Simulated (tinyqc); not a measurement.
Froehlich polaron in a polar crystal: one step, computed by the program tinyqc.

One electron in a parabolic band of mass m*, coupled to dispersionless LO phonons in the continuum model. Energies are in units of hbar omega unless marked, wave numbers in k_0 = sqrt(2 m* omega/hbar).

Question. Feynman's energy at a trial point. Feynman's bound: E(v, w) = 3 (v - w)^2/(4 v) - (alpha v/sqrt(pi)) int_0^infinity e^-u D(u)^(-1/2) du, D = w^2 u + ((v^2 - w^2)/v)(1 - e^(-v u)); integrals by 80 Gauss-Legendre points in s from 0 to 1 with u = 40 s^2.

Inputs (values chosen for the exercise, modelled on strontium titanate): trial v = 3.9; trial w = 2.1.

coupling constant alpha = 2.158604

Give: first term; E(v, w).

Answer.

first term = 0.6231 hbar omega

E(v, w) = -1.994 hbar omega
